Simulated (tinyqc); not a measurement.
Inside a calculation. Model: charge-trap memory cell.

Computed by the program tinyqc: `OMP_NUM_THREADS=1 python tinyqc.py 2130023 2130024 out.jsonl`, one thread of a shared Intel Xeon 2.30GHz, about 0.03 s for the whole run. Printed values are rounded.

Channel, tunnel oxide, storage layer, blocking layer, gate. N electrons per area sit in a sheet at the centroid and shift the threshold by U = (q/eps0) N (tb/eb + xc tn/en). EOT = t1 + 3.9 (tn/en + tb/eb); tunnel field F = (Vg - U)/EOT; dN/dt = eta (J/q)(1 - N/Nm). Fowler-Nordheim: J = A F^2 exp(-B/F), A = q^2/(16 pi^2 hbar mo phi) (times 1e14 for A/cm^2 with F in V/nm, emitter mass m0), B = (4/3) sqrt(mo/C) phi^1.5, C = hbar^2/(2 m0).

Values chosen for this exercise; oxide values close to those of silicon dioxide, storage layer close to silicon nitride, blocking layer close to silicon dioxide:
```
symbol,value,unit,meaning
phi,3.11,eV,tunnel barrier
mo,0.43,m0,tunnelling mass
t1,4,nm,tunnel oxide (permittivity 3.9)
tn,7.1,nm,storage layer
en,7.3,,its relative permittivity
tb,7,nm,blocking layer
eb,3.9,,its relative permittivity
xc,0.34,,"charge centroid, share of tn counted from the blocking side"
eta,0.66,,capture efficiency of an empty layer
Nm,9.2e12,cm^-2,trap density
T,358,K,storage temperature
E1,0.85,eV,shallowest trap depth
E2,1.83,eV,deepest trap depth
nu,1e13,1/s,attempt frequency
Vg,16.9,V,gate voltage less flat band and surface potential
d0,6.5e-7,s,first time step
gr,1.4,,growth of the step
n,10,,steps
```

Constants: q = 1.602176634e-19 C, kB = 1.380649e-23 J/K, hbar = 1.054571817e-34 J s, m0 = 9.1093837015e-31 kg, Vt = kB T/q, eps0 = 8.8541878128e-14 F/cm where lengths are in cm, hbar^2/(2 m0) = 0.0380998212 eV nm^2. Results are converted to the units shown.

Range of the model: The Fowler-Nordheim form needs F t1 above phi; trap-assisted paths and leakage through the blocking layer are left out.

## Constants of the stack

EOT, the shift for 1e12 electrons per cm^2, the shift with all traps full, and the starting field, current and rate.

EOT = 14.79315 nm
shift for 1e12 cm^-2 = 0.3846222 V
shift with all traps full = 3.538524 V
F(0) = 1.142421 V/nm
J(0) = 0.06888636 A/cm^2
dN/dt at the start = 2.837702e17 cm^-2 s^-1

## Midpoint steps of growing length

N(half) = N + (d/2) r(N), N(new) = N + d r(N(half)), r = dN/dt; the step starts at d0 and is multiplied by gr each time. Field in the blocking layer (3.9 F + q N/eps0)/eb.

```
step	t (s)	N (cm^-2)	U (V)	F (V/nm)	blocking field (V/nm)
0	0	0	0.000000	1.142421	1.142421
1	6.5e-7	1.737945e11	0.066845	1.137902	1.145966
2	1.56e-6	3.878515e11	0.149176	1.132336	1.150332
3	2.834e-6	6.438804e11	0.247651	1.125680	1.155554
4	4.617600e-6	9.408591e11	0.361875	1.117958	1.161612
5	7.114640e-6	1.275049e12	0.490412	1.109269	1.168429
6	1.061050e-5	1.640606e12	0.631014	1.099765	1.175885
7	1.550469e-5	2.030531e12	0.780987	1.089627	1.183839
8	2.235657e-5	2.437635e12	0.937569	1.079042	1.192143
9	3.194920e-5	2.855250e12	1.098193	1.068184	1.200661
10	4.537888e-5	3.277630e12	1.260649	1.057202	1.209277
```

A converged integration gives U = 1.272 V at the last time; the steps are 0.89 % below that. The tunnel field falls by 7.46 % while the blocking field rises by 5.85 %.

## Retention after ten years

Retention: filled traps are spread evenly in depth from E1 to E2, and each empties at the rate nu exp(-E/kB T). The share left is the mean of exp(-nu t exp(-E/kB T)) = [kB T/(E2 - E1)] [E1x(nu t exp(-E2/kB T)) - E1x(nu t exp(-E1/kB T))], E1x the exponential integral; traps shallower than about Ed = kB T ln(nu t) are empty. t = 3.15576e8 s.

Ed = 1.527186 eV
share left = 0.2908249
loss a decade while Ed lies between E1 and E2, kB T ln 10/(E2 - E1) = 0.07248456

The sharp-edge estimate (E2 - Ed)/(E2 - E1) is 0.309; the true edge lies 0.577 kB T deeper.
